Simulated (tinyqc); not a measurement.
From one set of inputs to another, one input at a time: bottom-up copper filling of a trench by curvature-enhanced accelerator coverage. Computed by tinyqc, a small Python program. Command: `OMP_NUM_THREADS=1 python tinyqc.py 3014188 3014189 out.jsonl superfill ladder`. One thread of a shared host (Intel(R) Xeon(R) Processor @ 2.30GHz), about 0.07 s of CPU time with the checks.

A rectangular trench keeps vertical walls and a flat floor. An accelerator floats on the surface; where area is lost in the corners it is passed on to the floor.

The inputs printed are set A. Inputs not listed in the table keep their values of set A, so the rows need not describe a real material.

Inputs (values chosen for the exercise, close to those used for damascene copper plating):
```
quantity                                           value     unit
trench width w                                       260       nm
aspect ratio h/w                                     1.4        -
exchange current of the suppressed surface i_0     0.021  mA/cm^2
exchange current of the accelerated surface i_1      1.7  mA/cm^2
transfer coefficient alpha                          0.43        -
overpotential eta                                  0.087        V
starting coverage theta_0                          0.025        -
adsorption rate k_a                              4.6e-05      1/s
cupric ion concentration C                          0.48    mol/l
diffusivity D                                    4.2e-06   cm^2/s
boundary layer delta                                  72       um
temperature T                                        298        K
```

Constants: e = 1.602176634e-19 C; N_A = 6.02214076e+23 1/mol; k_B = 8.617333262e-05 eV/K.

Method. Kinetic current i_k = [i_0 (1 - theta) + i_1 theta] exp(alpha eta/(k_B T)), limit i_L = 2 F D C/delta, i = 1/(1/i_k + 1/i_L); velocity v = i Omega/(2F), Omega = 7.11 cm^3/mol, F = e N_A. Depletion inside the trench is ignored. Half width x, floor height y, depth h = aspect ratio x w. dx/dt = -v_s, dy/dt = v_b. d theta_b/dt = k_a (1 - theta_b) + [theta_s v_b + theta_b v_s]/x: the floor takes the accelerator of the wall it covers and keeps its own as it narrows. d theta_s/dt = k_a (1 - theta_s). theta_b is capped at 1. Integrate (tolerance 1e-9) until the walls meet (x = 0.02 w/2) or the floor passes the original mouth y = h. Start: x = w/2, y = 0, theta_b = theta_s = theta_0. Height filled = y/h, opening left = x/(w/2).

Each row keeps all changes above it:
```
input moved                                                 from     to  time at the end (s)  opening left, as a share of w  ratio v(1)/v(theta_0)
set A                                                          -      -                  764                         0.1575                  23.90
exchange current of the suppressed surface i_0 (mA/cm^2)   0.021  0.047                  659                         0.1057                  17.08
boundary layer delta (um)                                     72     65                  658                         0.1071                  17.26
exchange current of the accelerated surface i_1 (mA/cm^2)    1.7   0.63                 1074                         0.0200                   9.83
cupric ion concentration C (mol/l)                          0.48   0.36                 1076                         0.0200                   9.71
trench width w (nm)                                          260     76                  358                         0.0200                   9.71
overpotential eta (V)                                      0.087   0.08                  399                         0.0200                   9.76
```

Which inputs carry the difference?

Time at the end goes from 764 to 399, a factor 0.522 in all. The largest single move comes from trench width w (a factor 0.333), and exchange current of the accelerated surface i_1 works against it (a factor 1.63). Opening left, as a share of w goes from 0.157 to 0.0200, a factor 0.127 in all. The largest single move comes from exchange current of the accelerated surface i_1 (a factor 0.187). Ratio v(1)/v(theta_0) goes from 23.9 to 9.76, a factor 0.408 in all. The largest single move comes from exchange current of the accelerated surface i_1 (a factor 0.570). The single moves hold for this order of the switches; the total does not depend on the order.

Caution (all rows): real profiles develop slanted corners, and accelerator is consumed; both are left out.

Extremes, crossings and ranges named in words are read from the listed rows.
